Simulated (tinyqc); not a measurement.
# Lateral field, substrate current, probability of reaching the oxide barrier and hot-carrier lifetime of a silicon transistor (pseudo-two-dimensional and lucky-electron models), step by step

A worked calculation. Computed by tinyqc, a small Python program that keeps every step. Command: `OMP_NUM_THREADS=1 python tinyqc.py 3006910 3006911 out.jsonl hotcar walk`. One thread of a shared host (Intel(R) Xeon(R) Processor @ 2.30GHz), about 0.01 s of CPU time with the checks. Intermediate numbers are printed to about 6 digits and carried at full precision; extremes and crossings named in words are read from the listed rows.

Local-field models: a lucky carrier gains its energy at the peak field over a path free of collisions. Voltages are magnitudes.

Inputs (values chosen for the exercise, modelled on a silicon p-channel):
```
quantity                                value                      unit
channel length L                          520                        nm
oxide thickness t                         9.8                        nm
junction depth x_j                        160                        nm
mobility mu                               140                cm^2/(V s)
saturation velocity v_s                  0.72                  1e7 cm/s
threshold voltage V_T                    0.64                         V
gate voltage V_G                          2.6                         V
drain voltage V_D                         7.1                         V
ionisation prefactor A_i              7.4e+06                      1/cm
ionisation field B_i                     3.54                     MV/cm
hot-carrier mean free path lambda         5.3                        nm
oxide barrier phi_b                       4.6                        eV
interface-trap threshold phi_it           4.7                        eV
lifetime constant H                       300  s microampere/micrometre
length of the depleted extension L_n       30                        nm
```

Drain: lightly doped extension.

Constants: eps_0 = 8.8541878128e-12 F/m.

## Saturation point and current

C_ox = 3.9 eps_0/t; F_sat = 2 v_s/mu; V_Dsat = V_ov F_sat L/(V_ov + F_sat L), V_ov = V_G - V_T; I_D/W = C_ox v_s (V_ov - V_Dsat).

F_sat = 102.857 kV/cm

V_Dsat = 1.43437 V

drain current I_D/W = 133.352 microampere/micrometre

## Peak lateral field

Scale length l = 0.22 t^(1/3) x_j^(1/2) (all in cm); F_m = sqrt(((V_D - V_Dsat)/l_e)^2 + F_sat^2), with l_e = l + L_n; length of the velocity-saturated region l_e ln((V_D - V_Dsat)/(l_e F_sat) + F_m/F_sat).

scale length l = 87.4094 nm

peak field F_m = 493.394 kV/cm

velocity-saturated length = 264.179 nm

energy gained over one free path, e lambda F_m = 0.261499 eV

The field rises from F_sat to F_m as cosh(x/l_e), a factor 4.8, over 51 % of L. Caution: the empirical formula for l was fitted to oxides of about 15 nm or more; for thinner ones it is an extrapolation.

## Hot-carrier currents and lifetime

Substrate current I_sub/I_D = (A_i/B_i)(V_D - V_Dsat) exp(-B_i/F_m); probability of reaching the oxide barrier exp(-phi_b/(e lambda F_m)); lifetime tau = (H/(I_D/W)) exp(phi_it/(e lambda F_m)).

I_sub/I_D = 0.00906780

substrate current I_sub/W = 1.20921 microampere/micrometre

probability of reaching phi_b = 2.29279e-08

lifetime tau = 1.43826e+08 s

exponent m = phi_it/(e lambda B_i) = 2.50506

Since both exponentials depend on 1/F_m, tau I_D scales about as (I_sub/I_D)^(-m) with m = 2.51, which lets I_sub serve as the monitor. The lifetime is 0.456 times ten years (3.156e8 s).

## Substrate current against gate voltage

The formulas are those given above.

At the given drain voltage:
```
V_G (V)  V_Dsat (V)  I_D/W (microampere/micrometre)  F_m (kV/cm)  I_sub/W (microampere/micrometre)      tau (s)
1.0         0.33730                            5.76      585.105                           0.19195  1.99042e+08
1.4         0.66544                           23.99      557.613                           0.56447  1.00892e+08
1.9         1.01977                           60.95      527.982                           0.94898  9.69459e+07
2.6         1.43437                          133.35      493.394                           1.20921  1.43826e+08
3.5         1.86353                          252.80      457.708                           1.21098  3.08060e+08
4.6         2.27536                          427.39      423.602                           1.01196  8.67083e+08
5.7         2.60014                          624.06      396.824                           0.78414  2.43878e+09
6.7         2.84105                          816.65      377.044                           0.60821  6.01884e+09
7.8         3.06156                         1039.77      359.012                           0.45821  1.54049e+10
```

I_sub peaks at V_G = 3.5 V, 0.49 V_D: a higher gate voltage brings more carriers but raises V_Dsat and so lowers F_m. The shortest lifetime among the rows lies at V_G = 1.9 V, below that of the largest I_sub, since tau depends more steeply on the field.

## Extrapolating accelerated tests

V_10 solves tau = 3.156e8 s at the given V_G. The extrapolation fits ln(tau) against 1/V_D at 1, 1.08, 1.16 and 1.25 times the given V_D (rounded to 3 digits) by least squares and reads off the same tau.

Stress points:
```
V_D (V)  1/V_D (1/V)      tau (s)
7.10        0.140845  1.43826e+08
7.67        0.130378  2.96043e+07
8.24        0.121359  7.83603e+06
8.88        0.112613  2.22251e+06
```

ten-year drain voltage V_10 = 6.85162 V

V_10 from the 1/V_D extrapolation = 6.83651 V

The extrapolation is 15 mV below the true value: ln(tau) is nearly linear in 1/(V_D - V_Dsat), not in 1/V_D, so the straight line errs on the safe side when one extrapolates down.

Checks made by the program: voltage drop as the integral of F_sat cosh(x/l_e) over the saturated length (relative difference below 1e-10).
